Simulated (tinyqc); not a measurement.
Inversion layer as a triangular well, valleys of the Ge type: one step. Fermi level and populations. Two cases, with inputs chosen for the exercise.

Problem. Solve for EF; c = hbar^2/2m0. The mean distance is sum n_i <z>_i/Ns.

Subband i holds n_i = g m_d/(2 pi c) kB T ln(1 + exp((EF - E_i)/kB T)) (spin included), and EF is fixed by sum n_i = Ns over the levels listed or, where none are listed, over j = 0 to 9 of each group; 1e12/cm^2 = 1e-4/angstrom^2.

Constants: hbar^2/2m0 = 3.80998211 eV angstrom^2; kB = 8.617333262e-05 eV/K.

Case 1.

Values chosen (out of a larger set: near those of Ge; not measured data): Ns = 2.6 x 1e12/cm^2 (electron sheet density); T = 300 K (temperature).

Subbands:
```
label  valleys g  m_d (m0)    E (eV)  <z> (angstrom)
0              4  0.298361  0.103002         42.1072
1              4  0.298361  0.180089         73.6203
2              4  0.298361  0.243201         99.4203
3              4  0.298361  0.298980        122.2225
4              4  0.298361  0.349969        143.0667
5              4  0.298361  0.397482        162.4899
6              4  0.298361  0.442307        180.8145
7              4  0.298361  0.484967        198.2537
8              4  0.298361  0.525826        214.9569
9              4  0.298361  0.565156        231.0348
```

Case 2.

Values chosen (out of a larger set: near those of Ge; not measured data): Ns = 10 x 1e12/cm^2 (electron sheet density); T = 300 K (temperature).

Subbands:
```
label  valleys g  m_d (m0)    E (eV)  <z> (angstrom)
0              4  0.299630  0.326556         23.3738
1              4  0.299630  0.570950         40.8668
2              4  0.299630  0.771038         55.1885
3              4  0.299630  0.947877         67.8461
4              4  0.299630  1.109531         79.4167
5              4  0.299630  1.260164         90.1986
6              4  0.299630  1.402278        100.3707
7              4  0.299630  1.537524        110.0512
8              4  0.299630  1.667064        119.3232
9              4  0.299630  1.791753        128.2481
```

Give: EF; Populations; mean distance from the surface.

Solution.

Case 1.

EF = 0.0626 eV

Populations:
```
label  (EF - E)/kB T  n (1e12/cm^2)  share (%)
0              -1.56          2.450       94.2
1              -4.55          0.136        5.2
2              -6.99          0.012        0.5
3              -9.14          0.001        0.1
4             -11.12          0.000        0.0
5             -12.95          0.000        0.0
6             -14.69          0.000        0.0
7             -16.34          0.000        0.0
8             -17.92          0.000        0.0
9             -19.44          0.000        0.0
```

mean distance from the surface = 44.07 angstrom

The lowest subband holds 94.2 % of the electrons and is partly degenerate (EF within a few kB T of its edge).

Case 2.

EF = 0.3305 eV

Populations:
```
label  (EF - E)/kB T  n (1e12/cm^2)  share (%)
0               0.15          9.999      100.0
1              -9.30          0.001        0.0
2             -17.04          0.000        0.0
3             -23.88          0.000        0.0
4             -30.13          0.000        0.0
5             -35.96          0.000        0.0
6             -41.46          0.000        0.0
7             -46.69          0.000        0.0
8             -51.70          0.000        0.0
9             -56.52          0.000        0.0
```

mean distance from the surface = 23.38 angstrom

The lowest subband holds 100.0 % of the electrons and is partly degenerate (EF within a few kB T of its edge).

Computed by tinyqc, one run a case: `OMP_NUM_THREADS=1 python tinyqc.py N N+1 out.jsonl` with N = 1280591, 1281023; one thread of a shared Intel(R) Xeon(R) Processor @ 2.30GHz, about 0.03 s a run at most.
